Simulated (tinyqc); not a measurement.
Worked calculation: Tersoff bond-order potential. Computed by tinyqc, a small Python program that keeps every step. Command: `OMP_NUM_THREADS=1 python tinyqc.py 3029248 3029249 out.jsonl tersoff walk`. One thread of a shared host (Intel(R) Xeon(R) Processor @ 2.30GHz), about 0.01 s of CPU time with the checks. Intermediate numbers are printed to about 7 digits and carried at full precision; extremes and crossings named in words are read from the listed rows.

E = (1/2) sum_(i, j != i) [A exp(-lambda r_ij) - b_ij B exp(-mu r_ij)], b_ij = (1 + (beta zeta_ij)^n)^(-1/(2n)), zeta_ij = sum_(k != i, j) g(theta_ijk), g = 1 + c^2/d^2 - c^2/(d^2 + (h - cos theta)^2), with theta at atom i. Only nearest neighbours count (cut-off function 1 for them, 0 beyond).

Inputs (values chosen for the exercise, modelled on germanium):

| quantity | value | unit |
|---|---|---|
| A | 1801.5 | eV |
| B | 426.63 | eV |
| lambda | 2.4451 | 1/angstrom |
| mu | 1.7047 | 1/angstrom |
| beta | 8.47e-07 | - |
| n | 0.7469 | - |
| c | 103300 | - |
| d | 15.48 | - |
| h | -0.4411 | - |
| bond length r_12 | 2.41 | angstrom |
| bond length r_13 | 2.55 | angstrom |
| angle theta at atom 1 | 122 | degrees |

Constants: 1 eV/angstrom^3 = 160.2176634 GPa.

## An open trimer

Atom 1 binds atoms 2 and 3, which do not interact. b_12 = b_13 follow from zeta = g(theta); b_21 = b_31 = 1. E = sum over the two bonds of A exp(-lambda r) - (b + 1)/2 B exp(-mu r).

g(theta) = 1466.942

bond order b_12 = 0.9955022

repulsive terms (eV): 4.971313  3.530254

attractive terms B exp(-mu r) (eV): 7.011770  5.523060

energy of the trimer = -4.005074 eV

g is least (g = 1) at cos theta = h, 116.2 degrees, wider than the tetrahedral 109.47.

## The diamond lattice

zeta = 3 g(cos theta = -1/3). With z equal bonds of order b, r = ln(lambda A/(mu b B))/(lambda - mu) and E per atom = -(z/2) b B exp(-mu r)(1 - mu/lambda). a0 = 4 r/sqrt3; B0 = phi''(r)/(3 a0) with phi'' = mu (lambda - mu) b B exp(-mu r), since b does not change under uniform scaling.

zeta = 6477.197

bond order b = 0.9865162

bond length = 2.451013 angstrom

energy per atom of the diamond lattice = -3.906320 eV

lattice constant a0 = 5.660373 angstrom

bulk modulus B0 = 76.81154 GPa

## Elastic constants of the diamond lattice

Second derivatives of the energy per atom, volume V = a0^3/8: e_xx gives C11; e_xx = -e_yy gives 2 (C11 - C12); e_xy = e_yx = s/2 with a sublattice shift u_z gives C44 = (E_ss - E_su^2/E_uu)/V and Kleinman's parameter |E_su/E_uu|/(a0/4).

C11 = 139.0282 GPa

C12 = 45.70320 GPa

C44 = 66.68417 GPa

Kleinman's parameter = 0.5136761

## Unrelaxed vacancy

Each of the four neighbours loses one bond; its three other bonds now have zeta = 2 g, for the direction that starts at it. E_v = -E + 12 x (1/2)(b(3g) - b(2g)) B exp(-mu r), where -E is the pair-like cost.

b(2g) = 0.9899954

unrelaxed vacancy energy E_v = 3.769830 eV

Stronger back bonds return 0.136 eV, so E_v is 97 % of the cohesive energy.

## Energy against coordination

Angles seen from one bond (cos theta: count): chain -1: 1; graphitic -1/2: 2; diamond -1/3: 3; square net 0: 2, -1: 1; simple cubic 0: 4, -1: 1; bcc 1/3: 3, -1/3: 3, -1: 1; fcc 1/2: 4, 0: 2, -1/2: 4, -1: 1.

Relaxed structures:

| structure | z | zeta | b | r (angstrom) | E per atom (eV) | E per bond (eV) |
|---|---|---|---|---|---|---|
| dimer | 1 | 0 | 1.000000 | 2.432678 | -1.021358 | -2.042716 |
| chain | 2 | 5.797313e+04 | 0.935180 | 2.523191 | -1.637166 | -1.637166 |
| graphitic | 3 | 1.291351e+03 | 0.995909 | 2.438215 | -3.022870 | -2.015247 |
| diamond | 4 | 6.477197e+03 | 0.986516 | 2.451013 | -3.906320 | -1.953160 |
| square net | 4 | 1.302302e+05 | 0.888718 | 2.592018 | -2.767169 | -1.383585 |
| simple cubic | 6 | 2.024873e+05 | 0.853052 | 2.647338 | -3.625625 | -1.208542 |
| bcc | 8 | 3.979723e+05 | 0.781996 | 2.764804 | -3.627319 | -0.906830 |
| fcc | 12 | 7.887298e+05 | 0.690225 | 2.933403 | -3.602819 | -0.600470 |

The lowest are diamond, bcc and simple cubic, the first two 0.279 eV apart. The bond order falls from 1 to 0.690 and the bond weakens from -2.04 to -0.60 eV, as b^(lambda/(lambda - mu)) with exponent 3.30. With the same z = 4 the square net lies 1.14 eV above diamond, from its angles alone. Caution: in bcc and other dense structures second neighbours can fall inside the usual cut-off; they are left out here.

Checks made by the program: (C11 + 2 C12)/3 against B0 (relative difference 4e-08).
